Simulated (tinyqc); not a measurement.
# All-pass ring resonator, step by step

Numbers from tinyqc (`OMP_NUM_THREADS=1 python tinyqc.py 2650026 2650027 out.jsonl`; about 0.01 s on one thread of a shared Intel Xeon 2.30GHz). Printed values are rounded.

A ring of length L = 2 pi Rr coupled to one bus waveguide: round-trip amplitude a = 10^(-al L/20), self-coupling t = sqrt(1 - k2). At detuning d from the resonance the round-trip phase is p = 2 pi d/FSR and the transmission T = (a^2 - 2 a t cos p + t^2)/(1 - 2 a t cos p + a^2 t^2). Lossless coupler, linear absorption only.

Values chosen for this exercise; values close to those of silicon waveguides: cold resonance wavelength lam = 1550 nm; ring radius Rr = 15 um; group index ng = 4.37; propagation loss al = 10 dB/cm; power coupling k2 = 0.059; thermo-optic change of the effective index dT = 0.00019 1/K; thermal resistance Rt = 4 K/mW; share of the loss that heats the ring fa = 0.3; input power Pin = 0.18 mW; laser detuning from the cold resonance dl = 46 pm.

Constants: c = 299792458 m/s. Results are converted to the units shown.

## Resonance parameters

FSR = lam^2/(ng L), finesse F = pi sqrt(a t)/(1 - a t), FWHM = FSR/F, Q = lam/FWHM, Tmin = (a - t)^2/(1 - a t)^2, power build-up k2 a^2/(1 - a t)^2, optical bandwidth c/(lam Q).

a = 0.989208
t = 0.970052
FSR = 5.83325 nm
F = 76.1420
FWHM = 76.6102 pm
Q = 20232.3
Tmin = -6.48505 dB
build-up = 35.3422
bandwidth = 9.55970 GHz

The ring is overcoupled; critical coupling needs k2 = 1 - a^2 = 0.0215.

## Iteration 1: thermal shift of the resonance

s at the start = 0 pm

T is the transmission at d = dl - s, p = 2 pi d/FSR; out = (lam dT/ng) Rt fa (1 - T) Pin; s(new) = out.

d = 46 pm
T = 0.682469
out = 4.62215 pm
s after iteration 1 = 4.62215 pm

## Iteration 2: thermal shift of the resonance

As before.

d = 41.3779 pm
T = 0.642145
out = 5.20912 pm
s after iteration 2 = 5.20912 pm

## Course of the iteration: thermal shift of the resonance

Stop when s changes by less than 1e-7 pm, or after 200 iterations.

Course of the iteration:
```
iteration,s (pm),|change| (pm)
1,4.62215,4.62
2,5.20912,0.587
3,5.28934,0.0802
4,5.30041,0.0111
5,5.30193,1.53e-3
6,5.30214,2.11e-4
7,5.30217,2.92e-5
8,5.30218,4.03e-6
9,5.30218,5.56e-7
10,5.30218,7.68e-8
```

Converged in 10 iterations. At the end each change is about 0.14 times the one before: linear convergence. The equation has 1 root(s).
